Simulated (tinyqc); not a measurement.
UHF in the sto-3g basis, for BeH2, spin multiplicity 1, step by step. This run ends on a higher stationary point, not on the lowest solution. One step of it, computed by the program tinyqc.

Problem. Iteration 2: building the Fock matrix. J_ij = sum D_kl (ij|kl) with D = D(alpha) + D(beta), K_ij = sum D_kl (ik|jl) for each spin; F = H + J - K(s); E = tr D H + tr D J / 2 - 0.5 sum_s tr D(s) K(s) + E_nn.

D(alpha) after iteration 1, lower triangle:
```
            1Be 1s    1Be 2s    1Be 2px    1Be 2py    1Be 2pz      2H 1s     3H 1s
1Be 1s    1.015690
1Be 2s   -0.070375  0.324764
1Be 2px   0.000000  0.000000   0.001105
1Be 2py   0.000000  0.000000   0.013721   0.170316
1Be 2pz   0.000000  0.000000   0.005059   0.062794   0.023151
2H 1s    -0.092553  0.261529   0.016859   0.209279   0.077159   0.469049
3H 1s    -0.092553  0.261529  -0.016859  -0.209279  -0.077159  -0.045262  0.469049
```

D(beta) after iteration 1, lower triangle:
```
            1Be 1s    1Be 2s    1Be 2px    1Be 2py    1Be 2pz      2H 1s     3H 1s
1Be 1s    1.015690
1Be 2s   -0.070375  0.324764
1Be 2px   0.000000  0.000000   0.001105
1Be 2py   0.000000  0.000000  -0.013721   0.170316
1Be 2pz   0.000000  0.000000   0.005059  -0.062794   0.023151
2H 1s    -0.092553  0.261529  -0.016859   0.209279  -0.077159   0.469049
3H 1s    -0.092553  0.261529   0.016859  -0.209279   0.077159  -0.045262  0.469049
```

core Hamiltonian H = T + V (hartree), lower triangle:
```
            1Be 1s     1Be 2s    1Be 2px    1Be 2py    1Be 2pz      2H 1s      3H 1s
1Be 1s   -8.429772
1Be 2s   -2.078277  -2.657556
1Be 2px   0.000000   0.000000  -2.146983
1Be 2py   0.000000   0.000000   0.000000  -2.273509
1Be 2pz   0.000000   0.000000   0.000000   0.000000  -2.146983
2H 1s    -0.171163  -0.636873   0.000000  -0.767598   0.000000  -1.731778
3H 1s    -0.171163  -0.636873   0.000000   0.767598   0.000000  -0.011947  -1.731778
```

Two-electron integrals (ij|kl) in chemists' order, unique and non-zero (hartree):
```
(11|11) 2.298831    (21|11) 0.392036    (21|21) 0.079539    (22|11) 0.570988
(22|21) 0.143041    (22|22) 0.417683    (31|31) 0.014607    (32|31) 0.021888
(32|32) 0.092265    (33|11) 0.569578    (33|21) 0.143083    (33|22) 0.417589
(33|33) 0.449859    (41|41) 0.014607    (42|41) 0.021888    (42|42) 0.092265
(43|43) 0.024249    (44|11) 0.569578    (44|21) 0.143083    (44|22) 0.417589
(44|33) 0.401360    (44|44) 0.449859    (51|51) 0.014607    (52|51) 0.021888
(52|52) 0.092265    (53|53) 0.024249    (54|54) 0.024249    (55|11) 0.569578
(55|21) 0.143083    (55|22) 0.417589    (55|33) 0.401360    (55|44) 0.401360
(55|55) 0.449859    (61|11) 0.031329    (61|21) 0.006356    (61|22) 0.011545
(61|33) 0.011471    (61|41) 0.000581    (61|42) 0.001094    (61|44) 0.011698
(61|55) 0.011471    (61|61) 0.000534    (62|11) 0.106507    (62|21) 0.027235
(62|22) 0.091012    (62|33) 0.087247    (62|41) 0.003472    (62|42) 0.024226
(62|44) 0.098448    (62|55) 0.087247    (62|61) 0.002413    (62|62) 0.034711
(63|31) 0.002046    (63|32) 0.010536    (63|43) 0.003818    (63|63) 0.002506
(64|11) 0.127183    (64|21) 0.032819    (64|22) 0.114182    (64|33) 0.107658
(64|41) 0.005443    (64|42) 0.037026    (64|44) 0.127103    (64|55) 0.107658
(64|61) 0.002990    (64|62) 0.048546    (64|64) 0.068998    (65|51) 0.002046
(65|52) 0.010536    (65|54) 0.003818    (65|65) 0.002506    (66|11) 0.281081
(66|21) 0.072903    (66|22) 0.273348    (66|33) 0.255680    (66|41) 0.009019
(66|42) 0.085665    (66|44) 0.308280    (66|55) 0.255680    (66|61) 0.006489
(66|62) 0.142699    (66|64) 0.208610    (66|66) 0.774606    (71|11) 0.031329
(71|21) 0.006356    (71|22) 0.011545    (71|33) 0.011471    (71|41) -0.000581
(71|42) -0.001094   (71|44) 0.011698    (71|55) 0.011471    (71|61) 0.000485
(71|62) 0.002032    (71|64) 0.002396    (71|66) 0.005459    (71|71) 0.000534
(72|11) 0.106507    (72|21) 0.027235    (72|22) 0.091012    (72|33) 0.087247
(72|41) -0.003472   (72|42) -0.024226   (72|44) 0.098448    (72|55) 0.087247
(72|61) 0.002032    (72|62) 0.015167    (72|64) 0.018137    (72|66) 0.045340
(72|71) 0.002413    (72|72) 0.034711    (73|31) 0.002046    (73|32) 0.010536
(73|43) -0.003818   (73|63) 0.000738    (73|73) 0.002506    (74|11) -0.127183
(74|21) -0.032819   (74|22) -0.114182   (74|33) -0.107658   (74|41) 0.005443
(74|42) 0.037026    (74|44) -0.127103   (74|55) -0.107658   (74|61) -0.002396
(74|62) -0.018137   (74|64) -0.021539   (74|66) -0.054778   (74|71) -0.002990
(74|72) -0.048546   (74|74) 0.068998    (75|51) 0.002046    (75|52) 0.010536
(75|54) -0.003818   (75|65) 0.000738    (75|75) 0.002506    (76|11) 0.001985
(76|21) 0.000491    (76|22) 0.001389    (76|33) 0.001378    (76|44) 0.001411
(76|55) 0.001378    (76|61) 0.000040    (76|62) 0.000307    (76|64) 0.000387
(76|66) 0.000928    (76|71) 0.000040    (76|72) 0.000307    (76|74) -0.000387
(76|76) 4.65e-06    (77|11) 0.281081    (77|21) 0.072903    (77|22) 0.273348
(77|33) 0.255680    (77|41) -0.009019   (77|42) -0.085665   (77|44) 0.308280
(77|55) 0.255680    (77|61) 0.005459    (77|62) 0.045340    (77|64) 0.054778
(77|66) 0.140664    (77|71) 0.006489    (77|72) 0.142699    (77|74) -0.208610
(77|76) 0.000928    (77|77) 0.774606
```

nuclear repulsion = 2.39128458 hartree

Give: Coulomb J; exchange K(alpha); exchange K(beta); F(alpha); F(beta); total energy of this density.

Solution.

Coulomb J (hartree), lower triangle:
```
         1Be 1s  1Be 2s  1Be 2px  1Be 2py  1Be 2pz   2H 1s   3H 1s
1Be 1s   6.0915
1Be 2s   1.1665  2.4391
1Be 2px  0.0000  0.0000   2.3780
1Be 2py  0.0000  0.0000   0.0000   2.5489
1Be 2pz  0.0000  0.0000   0.0005   0.0000   2.3802
2H 1s    0.0939  0.5883   0.0000   0.7624   0.0000  2.1166
3H 1s    0.0939  0.5883   0.0000  -0.7624   0.0000  0.0083  2.1166
```

exchange K(alpha) (hartree), lower triangle:
```
         1Be 1s  1Be 2s  1Be 2px  1Be 2py  1Be 2pz    2H 1s   3H 1s
1Be 1s   2.3044
1Be 2s   0.4065  0.3509
1Be 2px  0.0000  0.0000   0.0627
1Be 2py  0.0000  0.0000   0.0096   0.3287
1Be 2pz  0.0000  0.0000   0.0022   0.0439   0.0720
2H 1s    0.0326  0.2068   0.0058   0.2426   0.0268   0.5473
3H 1s    0.0326  0.2068  -0.0058  -0.2426  -0.0268  -0.0039  0.5473
```

exchange K(beta) (hartree), lower triangle:
```
         1Be 1s  1Be 2s  1Be 2px  1Be 2py  1Be 2pz    2H 1s   3H 1s
1Be 1s   2.3044
1Be 2s   0.4065  0.3509
1Be 2px  0.0000  0.0000   0.0627
1Be 2py  0.0000  0.0000  -0.0096   0.3287
1Be 2pz  0.0000  0.0000   0.0022  -0.0439   0.0720
2H 1s    0.0326  0.2068  -0.0058   0.2426  -0.0268   0.5473
3H 1s    0.0326  0.2068   0.0058  -0.2426   0.0268  -0.0039  0.5473
```

F(alpha) (hartree), lower triangle:
```
          1Be 1s   1Be 2s  1Be 2px  1Be 2py  1Be 2pz    2H 1s    3H 1s
1Be 1s   -4.6426
1Be 2s   -1.3183  -0.5693
1Be 2px   0.0000   0.0000   0.1684
1Be 2py   0.0000   0.0000  -0.0096  -0.0533
1Be 2pz   0.0000   0.0000  -0.0017  -0.0439   0.1611
2H 1s    -0.1099  -0.2554  -0.0058  -0.2479  -0.0268  -0.1624
3H 1s    -0.1099  -0.2554   0.0058   0.2479   0.0268   0.0003  -0.1624
```

F(beta) (hartree), lower triangle:
```
          1Be 1s   1Be 2s  1Be 2px  1Be 2py  1Be 2pz    2H 1s    3H 1s
1Be 1s   -4.6426
1Be 2s   -1.3183  -0.5693
1Be 2px   0.0000   0.0000   0.1684
1Be 2py   0.0000   0.0000   0.0096  -0.0533
1Be 2pz   0.0000   0.0000  -0.0017   0.0439   0.1611
2H 1s    -0.1099  -0.2554   0.0058  -0.2479   0.0268  -0.1624
3H 1s    -0.1099  -0.2554  -0.0058   0.2479  -0.0268   0.0003  -0.1624
```

total energy of this density = -15.370401 hartree
